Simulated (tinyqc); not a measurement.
What each parameter does: configuration-coordinate model of carrier capture at a defect.

Two parabolas of equal curvature k in one coordinate Q: with the carrier free at the band edge, U_f = k Q^2/2; with the carrier trapped, U_t = k (Q - dQ)^2/2 - ET. ER = k dQ^2/2, Huang-Rhys factor S = ER/hw, hw = 0.0646541 sqrt(k/M) eV for k in eV/angstrom^2 and M in u. The curves cross at a height Eb = (ER - ET)^2/(4 ER) above the free minimum.

Multiphonon factor for giving p = ET/hw phonons to the lattice: W = exp(-S (2 nb + 1)) ((nb + 1)/nb)^(p/2) I_p(x), nb = 1/(exp(hw/kT) - 1), x = 2 S sqrt(nb (nb + 1)), I_p the modified Bessel function. Classical limit: W = hw exp(-Eb/kT)/sqrt(4 pi ER kT). At T = 0: exp(-S) S^p/Gamma(p + 1).

Constants: kB = 8.617333262e-05 eV/K.

Values chosen for the exercise (of the size met at an oxide trap near a Si / SiO2 interface; shifted at random, so the results belong to these values and not to a real crystal): ET = 0.43 eV (thermal depth of the level below the band edge); ER = 0.88 eV (relaxation energy); hw = 0.044 eV (phonon energy of the mode); T = 77 K (temperature).

Eb, log10 W and the full width 2.35482 sqrt(ER hw coth(hw/2kT)).

Results for these values:
```
case  Eb (eV)  log10 W  full width (eV)
base   0.0575   -2.296           0.4640
```

What happens to each result for T = 107 K, all else kept?

Answer: Eb does not change at the printed digits; log10 W rises from -2.296 to -2.275; full width rises from 0.4640 to 0.4673.

The same for each parameter in turn:
```
case            Eb (eV)  log10 W  full width (eV)
base             0.0575   -2.296           0.4640
ET = 0.47 eV     0.0478   -2.051           0.4640
ER = 0.93 eV     0.0672   -2.554           0.4770
hw = 0.0528 eV   0.0575   -2.027           0.5078
T = 107 K        0.0575   -2.275           0.4673
```

Program tinyqc; command `OMP_NUM_THREADS=1 python tinyqc.py 1480654 1480655 out.jsonl`; about 0.01 s on one thread of a shared Intel(R) Xeon(R) Processor @ 2.30GHz.
